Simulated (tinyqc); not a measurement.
Gain spectrum: optical gain and spontaneous emission in a bulk direct-gap semiconductor.

Parabolic bands, vertical transitions, no excitons. For each hole band j: mr = me mj/(me + mj); joint density of states J_j(E) = (mr/c)^(3/2) sqrt(E - Eg)/(2 pi^2), both spins, c = hbar^2/2m0; averaged matrix element |e.p|^2 = m0 Ep/6; alpha_j(E) = 4 pi^2 alpha_f c Ep J_j/(3 nr E) in 1/angstrom (alpha_f the fine-structure constant, listed as alpha among the constants), times 1e8 for 1/cm.

F_j(eta) = (1/Gamma(j + 1)) integral_0^infinity x^j dx/(1 + exp(x - eta)), which tends to exp(eta) for eta << 0.

Quasi-Fermi levels: n = Nc F_1/2(Fc/kT) and p = Nv F_1/2(Fv/kT), Fc counted up from the conduction edge and Fv down from the valence edge; Nc, Nv from N = 2 (m kB T/(4 pi c))^(3/2) with c = hbar^2/2m0, in 1/angstrom^3; times 1e24 for 1/cm^3, with me and (mhh^(3/2) + mlh^(3/2))^(2/3).

For band j the electron sits at Ee = (E - Eg) mr/me above its edge and the hole at Eh = (E - Eg) mr/mj; fe = 1/(1 + exp((Ee - Fc)/kT)), fh = 1/(1 + exp((Eh - Fv)/kT)); gain g = sum_j alpha_j (fe + fh - 1).

Constants: hbar^2/2m0 = 3.80998211 eV angstrom^2; fine-structure constant alpha = 0.007297352564; kB = 8.617333262e-05 eV/K.

Parameters, chosen for this exercise (near those of GaAs; the results hold for these values, not for the real material):

| symbol | value | unit | meaning |
|---|---|---|---|
| Eg | 1.393 | eV | direct gap |
| me | 0.0676 | m0 | electron mass |
| mhh | 0.522 | m0 | heavy-hole mass |
| mlh | 0.0851 | m0 | light-hole mass |
| Ep | 25.3 | eV | Kane energy |
| nr | 3.62 |  | refractive index |
| T | 350 | K |  |
| n | 3.9e+18 | 1/cm^3 | injected density, n = p |

At the density n.

Spectrum:

| E - Eg (eV) | alpha, empty (1/cm) | fe, heavy | fh, heavy | g (1/cm) |
|---|---|---|---|---|
| 0.005 | 1934 | 0.983 | 0.251 | 448 |
| 0.010 | 2726 | 0.981 | 0.248 | 606 |
| 0.020 | 3827 | 0.974 | 0.241 | 781 |
| 0.030 | 4655 | 0.966 | 0.234 | 861 |
| 0.045 | 5641 | 0.948 | 0.224 | 868 |
| 0.060 | 6447 | 0.922 | 0.214 | 759 |
| 0.080 | 7343 | 0.868 | 0.201 | 424 |
| 0.100 | 8100 | 0.785 | 0.189 | -172 |
| 0.130 | 9053 | 0.601 | 0.173 | -1637 |
| 0.170 | 10088 | 0.318 | 0.152 | -4321 |
| 0.220 | 11120 | 0.097 | 0.129 | -7392 |

Fc + Fv = 0.0951 eV

g is positive below E - Eg = 0.0951 eV; the largest value listed is 868 1/cm at 0.045 eV. At 0.220 eV above the gap g is -0.66 times the absorption of the empty crystal, whose limit is -1.

tinyqc: `OMP_NUM_THREADS=1 python tinyqc.py 1681994 1681995 out.jsonl`; about 0.09 s, one thread, shared Intel(R) Xeon(R) Processor @ 2.30GHz.
